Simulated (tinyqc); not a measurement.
Worked calculation: MP2 on RHF in the sto-6g basis, for H4, spin multiplicity 1. Computed by tinyqc, a small Python program that keeps every step (integrals from PySCF). Settings: charge = 0, multiplicity = 1, basis = sto-6g, method = RHF, energy threshold = 1e-10, iteration cap = 56, orthogonalisation = symmetric, start = Wolfsberg-Helmholz matrix, DIIS depth = 6. Command: `OMP_NUM_THREADS=1 python tinyqc.py 30923 30924 out.jsonl` (the two numbers bound the seeds that draw the settings). One thread of a shared host (Intel(R) Xeon(R) Processor @ 2.60GHz), about 0.08 s of CPU time with the checks. The early iterations of the SCF are left out here.

## One-electron integrals

Geometry (angstrom):
```
atom         x         y         z
H     0.000000  0.000000  0.000000
H     0.000000  0.000000  0.734000
H     0.000000  0.000000  1.549000
H     0.000000  0.000000  2.283000
```

Basis sto-6g: exponents (1/bohr^2) and contraction coefficients of normalised primitives:
```
element  l (shell)   exponent  coefficient
H            s (1)  35.523221     0.009164
H            s (1)   6.513144     0.049361
H            s (1)   1.822143     0.168538
H            s (1)   0.625955     0.370563
H            s (1)   0.243077     0.416492
H            s (1)   0.100112     0.130334
```

Overlap, kinetic and nuclear-attraction integrals over the contracted functions; the nuclear repulsion is the sum of Za Zb / Rab.

nuclear repulsion = 3.00623734 hartree

overlap S, order 1H 1s, 2H 1s, 3H 1s, 4H 1s:
```
[[1.000000, 0.663655, 0.239284, 0.075458],
 [0.663655, 1.000000, 0.611052, 0.239284],
 [0.239284, 0.611052, 1.000000, 0.663655],
 [0.075458, 0.239284, 0.663655, 1.000000]]
```

kinetic energy T (hartree), order 1H 1s, 2H 1s, 3H 1s, 4H 1s:
```
[[0.768522, 0.238667, 0.004887, -0.011691],
 [0.238667, 0.768522, 0.192903, 0.004887],
 [0.004887, 0.192903, 0.768522, 0.238667],
 [-0.011691, 0.004887, 0.238667, 0.768522]]
```

nuclear attraction V (hartree), order 1H 1s, 2H 1s, 3H 1s, 4H 1s:
```
[[-2.469890, -1.688647, -0.583284, -0.172477],
 [-1.688647, -2.845980, -1.634033, -0.583284],
 [-0.583284, -1.634033, -2.845980, -1.688647],
 [-0.172477, -0.583284, -1.688647, -2.469890]]
```

core Hamiltonian H = T + V (hartree), order 1H 1s, 2H 1s, 3H 1s, 4H 1s:
```
[[-1.701368, -1.449980, -0.578397, -0.184168],
 [-1.449980, -2.077458, -1.441131, -0.578397],
 [-0.578397, -1.441131, -2.077458, -1.449980],
 [-0.184168, -0.578397, -1.449980, -1.701368]]
```

## Two-electron integrals

Functions are numbered as in S; the eight-fold symmetry (ij|kl) = (ji|kl) = (kl|ij) leaves the list below.

Two-electron integrals (ij|kl) in chemists' order, unique and non-zero (hartree):
```
(11|11) 0.774999   (21|11) 0.447836   (21|21) 0.301276   (22|11) 0.572256
(22|21) 0.447836   (22|22) 0.774999   (31|11) 0.126323   (31|21) 0.092267
(31|22) 0.151533   (31|31) 0.032101   (32|11) 0.265689   (32|21) 0.217671
(32|22) 0.402604   (32|31) 0.085157   (32|32) 0.250314   (33|11) 0.335895
(33|21) 0.281070   (33|22) 0.542147   (33|31) 0.126323   (33|32) 0.402604
(33|33) 0.774999   (41|11) 0.032579   (41|21) 0.024340   (41|22) 0.041081
(41|31) 0.009049   (41|32) 0.025097   (41|33) 0.041081   (41|41) 0.002731
(42|11) 0.084277   (42|21) 0.068461   (42|22) 0.126323   (42|31) 0.028308
(42|32) 0.085157   (42|33) 0.151533   (42|41) 0.009049   (42|42) 0.032101
(43|11) 0.183470   (43|21) 0.149432   (43|22) 0.281070   (43|31) 0.068461
(43|32) 0.217671   (43|33) 0.447836   (43|41) 0.024340   (43|42) 0.092267
(43|43) 0.301276   (44|11) 0.231501   (44|21) 0.183470   (44|22) 0.335895
(44|31) 0.084277   (44|32) 0.265689   (44|33) 0.572256   (44|41) 0.032579
(44|42) 0.126323   (44|43) 0.447836   (44|44) 0.774999
```

## Orthogonalisation

S = U s U^T; symmetric (Loewdin) form X = U s^(-1/2) U^T, so that X^T S X = 1.

eigenvalues of S: [0.154942, 0.401440, 1.158548, 2.285069]

X, order 1H 1s, 2H 1s, 3H 1s, 4H 1s:
```
[[1.277519, -0.560423, 0.120959, -0.027266],
 [-0.560423, 1.577164, -0.587586, 0.120959],
 [0.120959, -0.587586, 1.577164, -0.560423],
 [-0.027266, 0.120959, -0.560423, 1.277519]]
```

## Starting guess

The start is the generalised Wolfsberg-Helmholz matrix (K = 1.75) built on H; D = 2 C_occ C_occ^T.

D at the start, order 1H 1s, 2H 1s, 3H 1s, 4H 1s:
```
[[0.697068, 0.553578, -0.220732, -0.553675],
 [0.553578, 0.625982, 0.146623, -0.220732],
 [-0.220732, 0.146623, 0.625982, 0.553578],
 [-0.553675, -0.220732, 0.553578, 0.697068]]
```

## Iteration 5 (converged): orbitals

converged F (hartree), order 1H 1s, 2H 1s, 3H 1s, 4H 1s:
```
[[-0.384877, -0.627421, -0.296464, -0.076502],
 [-0.627421, -0.540656, -0.551654, -0.296464],
 [-0.296464, -0.551654, -0.540656, -0.627421],
 [-0.076502, -0.296464, -0.627421, -0.384877]]
```

Diagonalise F' = X^T F X, C = X C', fill 2 alpha and 2 beta electrons from the bottom; D = 2 C_occ C_occ^T. Each column has its largest component positive (the first on a tie).

F' = X^T F X (hartree):
```
[[0.075838, -0.711733, 0.118782, 0.007250],
 [-0.711733, 0.264752, -0.619953, 0.118782],
 [0.118782, -0.619953, 0.264752, -0.711733],
 [0.007250, 0.118782, -0.711733, 0.075838]]
```

orbital energies (hartree): [-0.768208, -0.448701, 0.496094, 1.401994]

coefficients C, order 1H 1s, 2H 1s, 3H 1s, 4H 1s:
```
[[0.250295, 0.528410, 0.903041, -0.896747],
 [0.396575, 0.400299, -0.654923, 1.554018],
 [0.396575, -0.400299, -0.654923, -1.554018],
 [0.250295, -0.528410, 0.903041, 0.896747]]
```

D after iteration 5, order 1H 1s, 2H 1s, 3H 1s, 4H 1s:
```
[[0.683729, 0.621565, -0.224522, -0.433139],
 [0.621565, 0.635021, -0.005935, -0.224522],
 [-0.224522, -0.005935, 0.635021, 0.621565],
 [-0.433139, -0.224522, 0.621565, 0.683729]]
```

## Convergence

Stop when the energy changes by less than 1e-10 hartree and every element of the error matrix X^T (F D S - S D F) X is below 3e-06.

Course of the cycle:
```
iteration  E (hartree)     change  largest element of the error matrix
1          -2.13588267          -                             1.09e-01
2          -2.14687601  -1.10e-02                             2.93e-02
3          -2.14764007  -7.64e-04                             1.67e-04
4          -2.14764009  -2.35e-08                             3.02e-06
5          -2.14764009  -7.25e-12                             1.46e-06
```

PySCF RHF in the same basis = -2.14764009 hartree

Converged in 5 iterations.

## Populations, bond orders and dipole

Mulliken: Z minus the diagonal of D S on the atom; Loewdin: the same with S^(1/2) D S^(1/2); Mayer order: 2 sum_s sum (D(s) S)_ij (D(s) S)_ji over the two atoms.

Charges (e):
```
atom   Mulliken    Loewdin
1H    -0.009826  -0.047157
2H     0.009826   0.047157
3H     0.009826   0.047157
4H    -0.009826  -0.047157
```

Mayer bond orders:
```
pair      order
2-1    0.855047
3-1   -0.000931
3-2    0.145787
4-1    0.145787
4-2   -0.000931
4-3    0.855047
```

dipole moment about the origin, x y z (debye): [0.000000, 0.000000, 0.000000]

## Integrals over molecular orbitals

(pq|rs) = sum C_ip C_jq C_kr C_ls (ij|kl), one index at a time.

one-electron integrals over orbitals h = C^T H C (hartree):
```
[[-2.148348, 0.000000, 0.187557, 0.000000],
 [0.000000, -1.788620, 0.000000, -0.159509],
 [0.187557, 0.000000, -1.295150, 0.000000],
 [0.000000, -0.159509, 0.000000, -0.655136]]
```

Two-electron integrals over orbitals (pq|rs), unique and non-zero (hartree):
```
(11|11) 0.552702    (21|21) 0.163359    (22|11) 0.495398    (22|22) 0.512482
(31|11) -0.087046   (31|22) 0.000502    (31|31) 0.107148    (32|21) 0.101515
(32|32) 0.131076    (33|11) 0.510121    (33|22) 0.504613    (33|31) -0.025034
(33|33) 0.531397    (41|21) 0.044791    (41|32) -0.044179   (41|41) 0.090665
(42|11) 0.092461    (42|22) 0.019377    (42|31) -0.094893   (42|33) 0.021419
(42|42) 0.103056    (43|21) -0.152991   (43|32) -0.100080   (43|41) -0.043257
(43|43) 0.166973    (44|11) 0.590230    (44|22) 0.535195    (44|31) -0.096253
(44|33) 0.559932    (44|42) 0.108995    (44|44) 0.678123
```

## Second-order Moller-Plesset energy

Hartree-Fock energy = -2.14764009 hartree

E2 = sum_ijab (ia|jb) [2 (ia|jb) - (ib|ja)] / (e_i + e_j - e_a - e_b) over occupied i, j and virtual a, b; the opposite-spin part is (ia|jb)^2 / denominator, the rest is same-spin, and SCS-MP2 scales them by 6/5 and 1/3.

Terms:
```
i  j  a  b    (ia|jb)    (ib|ja)  denominator       term
2  2  3  3   0.131076   0.131076    -1.889590  -0.009092
1  1  3  3   0.107148   0.107148    -2.528605  -0.004540
2  1  4  3  -0.094893  -0.044179    -3.114998  -0.004436
1  2  3  4  -0.094893  -0.044179    -3.114998  -0.004436
2  2  4  4   0.103056   0.103056    -3.701391  -0.002869
1  1  4  4   0.090665   0.090665    -4.340405  -0.001894
1  2  4  3  -0.044179  -0.094893    -3.114998   0.000093
2  1  3  4  -0.044179  -0.094893    -3.114998   0.000093
```

Pair energies (hartree; pair i-j sums ij and ji):
```
pair  opposite spin  same spin
1-1       -0.006434   0.000000
2-1       -0.007035  -0.001651
2-2       -0.011962   0.000000
```

MP2 correlation energy = -0.02708194 hartree

SCS-MP2 correlation energy = -0.03106718 hartree

MP2 total energy = -2.17472203 hartree
